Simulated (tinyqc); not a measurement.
# Electron mobility in a silicon inversion layer, empirical terms and Matthiessen rule, step by step

tinyqc, about 0.01 s, one thread, Intel Xeon 2.30GHz (shared host): `OMP_NUM_THREADS=1 python tinyqc.py 2510015 2510016 out.jsonl` Printed values are rounded.

Inversion layer of sheet density Ns on a uniformly doped body, under a high-permittivity gate with an interlayer. The mobility terms are empirical power laws with prefactors chosen for the exercise; adding their inverses (Matthiessen) is itself an approximation.

Parameters, values chosen for the exercise; material values close to those of silicon: temperature T = 350 K; band gap Eg = 1.14 eV; relative permittivity of the semiconductor eps_r = 11.8; conduction-band density of states at T Nc = 3.5e19 cm^-3; valence-band density of states at T Nv = 3.33e19 cm^-3; body doping Nb = 6.6e17 cm^-3; reverse body bias Vsb = 0 V; weight of the inversion charge in the effective field eta = 0.5; gate capacitance Cox = 1.59 uF/cm^2; phonon-limited mobility at 1 MV/cm and 300 K Ap = 429 cm^2/(V s); roughness-limited mobility at 1 MV/cm As = 975 cm^2/(V s); exponent of the roughness term gs = 2; Coulomb prefactor Ac = 3100 cm^2/(V s); charge at the interface Nit = 2.2e10 cm^-2; remote-phonon mobility without interlayer Ar = 340 cm^2/(V s); interlayer thickness ti = 1.4 nm; decay length of remote phonons lr = 0.8 nm; inversion density Ns = 8.3e12 cm^-2; ratio W/L WL = 1; drain voltage Vd = 0.02 V; measured linear current I = 5.77 uA.

Constants: q = 1.602176634e-19 C, kB = 1.380649e-23 J/K, Vt = kB T/q, eps0 = 8.8541878128e-14 F/cm where lengths are in cm. Results are converted to the units shown.

## Depletion charge and effective field

ni = sqrt(Nc Nv) exp(-Eg/(2 Vt)), Eg in volts; Ndep = sqrt(2 eps0 eps_r Nb (2 Vt ln(Nb/ni) + Vsb)/q); E = q (Ndep + eta Ns)/(eps0 eps_r), in MV/cm.

ni = 2.116496e11 cm^-3
Ndep = 2.786404e12 cm^-2
E = 1.063688 MV/cm

The depletion charge gives 40.2 % of the field.

## Mobility terms and their sum

With t = T/(300 K): muC = Ac (Ns/1e12 cm^-2) t/(Nb/1e17 cm^-3 + Nit/1e11 cm^-2), muP = Ap E^(-1/3) t^(-1.75), muS = As E^(-gs), muR = Ar exp(2 ti/lr)/t; 1/mu is the sum of the inverses.

terms (cm^2/(V s)): Coulomb 4401.515, phonon 320.8946, roughness 861.7405, remote phonon 9650.789
mu = 217.0354 cm^2/(V s)
shares of 1/mu (%): Coulomb 4.930925, phonon 67.63448, roughness 25.18570, remote phonon 2.248888

The phonon term limits most.

## Iteration 1: inversion density for the measured current

Ns at the start = 1.2e13 cm^-2

I = (W/L) q Ns mu Vd. E = q (Ndep + eta Ns)/(eps0 eps_r) in MV/cm. With t = T/(300 K): muC = Ac (Ns/1e12 cm^-2) t/(Nb/1e17 cm^-3 + Nit/1e11 cm^-2), muP = Ap E^(-1/3) t^(-1.75), muS = As E^(-gs), muR = Ar exp(2 ti/lr)/t; 1/mu is the sum of the inverses. Ns(new) = I/((W/L) q mu Vd).

E = 1.347382 MV/cm
mu = 181.9982 cm^2/(V s)
Ns after iteration 1 = 9.893921e12 cm^-2

## Iteration 2: inversion density for the measured current

As before.

E = 1.185900 MV/cm
mu = 201.2895 cm^2/(V s)
Ns after iteration 2 = 8.945699e12 cm^-2

## Course of the iteration: inversion density for the measured current

Stop when Ns changes by less than 1e5 cm^-2, or after 120 iterations.

Course of the iteration:

| iteration | Ns (cm^-2) | \|change\| (cm^-2) |
|---|---|---|
| 1 | 9.893921e12 | 2.11e12 |
| 2 | 8.945699e12 | 9.48e11 |
| 3 | 8.551946e12 | 3.94e11 |
| 4 | 8.394991e12 | 1.57e11 |
| 5 | 8.333553e12 | 6.14e10 |
| 6 | 8.309683e12 | 2.39e10 |
| 7 | 8.300436e12 | 9.25e9 |
| 8 | 8.296858e12 | 3.58e9 |
| 9 | 8.295475e12 | 1.38e9 |
| ... | ... | ... |
| 12 | 8.294653e12 | 8.00e7 |
| 13 | 8.294622e12 | 3.09e7 |
| 14 | 8.294610e12 | 1.20e7 |
| 15 | 8.294605e12 | 4.62e6 |
| 16 | 8.294603e12 | 1.79e6 |
| 17 | 8.294603e12 | 6.91e5 |
| 18 | 8.294602e12 | 2.67e5 |
| 19 | 8.294602e12 | 1.03e5 |
| 20 | 8.294602e12 | 4.00e4 |

Converged in 20 iterations. At the end each change is about 0.39 times the one before: linear convergence.

## Split C-V extraction

| point | Vg (V) | Cgc (uF/cm^2) | I (uA) |
|---|---|---|---|
| 0 | 0.1 | 3.994353e-4 | 1.477459e-8 |
| 1 | 0.15 | 0.001519707 | 2.139401e-7 |
| 2 | 0.2 | 0.005770530 | 3.088692e-6 |
| 3 | 0.25 | 0.02174868 | 4.409297e-5 |
| 4 | 0.3 | 0.07974215 | 6.038552e-4 |
| 5 | 0.35 | 0.2661341 | 0.007180190 |
| 6 | 0.4 | 0.6893431 | 0.05841009 |
| 7 | 0.45 | 1.183770 | 0.2529110 |
| 8 | 0.5 | 1.458537 | 0.6155091 |
| 9 | 0.55 | 1.553229 | 1.060834 |
| 10 | 0.6 | 1.580175 | 1.522885 |
| 11 | 0.65 | 1.587408 | 1.974768 |
| 12 | 0.7 | 1.589318 | 2.407248 |

Q(Vg) is the trapezoid sum of Cgc from the first point (where Q is taken as 0); mu_eff = I/((W/L) Q Vd); mu_FE = (dI/dVg)/((W/L) Cox Vd) with a backward difference. Listed from point 4 on.

| point | Q (uC/cm^2) | mu_eff (cm^2/(V s)) | mu_FE (cm^2/(V s)) |
|---|---|---|---|
| 4 | 0.003455486 | 8.737632 | 0.3520517 |
| 5 | 0.01210239 | 29.66434 | 4.136060 |
| 6 | 0.03598932 | 81.14919 | 32.22006 |
| 7 | 0.08281716 | 152.6924 | 122.3276 |
| 8 | 0.1488748 | 206.7203 | 228.0491 |
| 9 | 0.2241690 | 236.6148 | 280.0787 |
| 10 | 0.3025041 | 251.7131 | 290.5980 |
| 11 | 0.3816937 | 258.6850 | 284.2033 |
| 12 | 0.4611118 | 261.0265 | 271.9999 |

At the last point mu_FE is 4.2 % above mu_eff.
